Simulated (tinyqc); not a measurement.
What moves the moment: Stoner model of a band ferromagnet.

Density of states per atom and spin: two humps, D(e) = (M/W) [1 - sp cos(4 pi e/W)]. Levels e -/+ I m/2 for up and down spin, m = n_up - n_down, n_up + n_down = nd. At zero temperature e(N) is the energy below which N states lie, and E(m) = sum over spins of integral e D de - I m^2/4.

Parameters, chosen for this exercise:

| symbol | value | unit | meaning |
|---|---|---|---|
| W | 5.9 | eV | band width, e from -W/2 to W/2 |
| M | 5 |  | states per atom and spin |
| nd | 9.32 |  | electrons per atom |
| sp | 0.55 |  | shape parameter |
| I | 1.3 | eV | Stoner parameter |

Lowest state for each case.

One parameter was then changed.

Results before and after:

| case | I D(EF) | m (muB) | E - E(0) (meV) |
|---|---|---|---|
| base | 0.996 | 0.000 | 0.0 |
| changed | 1.053 | 0.352 | -1.1 |

Which of these changes was made? (a) sp = 0.65; (b) I = 1.404 eV; (c) W = 5.428 eV; (d) nd = 9.02.
Answer: (a) sp = 0.65. Of the candidates, run in turn, only this one gives the changed row.

All candidates:

| case | I D(EF) | m (muB) | E - E(0) (meV) |
|---|---|---|---|
| base | 0.996 | 0.000 | 0.0 |
| W = 5.428 eV | 1.083 | 0.498 | -3.1 |
| I = 1.404 eV | 1.076 | 0.477 | -2.9 |
| nd = 9.02 | 1.222 | 0.980 | -30.4 |
| sp = 0.65 | 1.053 | 0.352 | -1.1 |

(tinyqc, `OMP_NUM_THREADS=1 python tinyqc.py 1651875 1651876 out.jsonl`, Intel(R) Xeon(R) Processor @ 2.30GHz, 1 thread, shared host, about 0.2 s.)
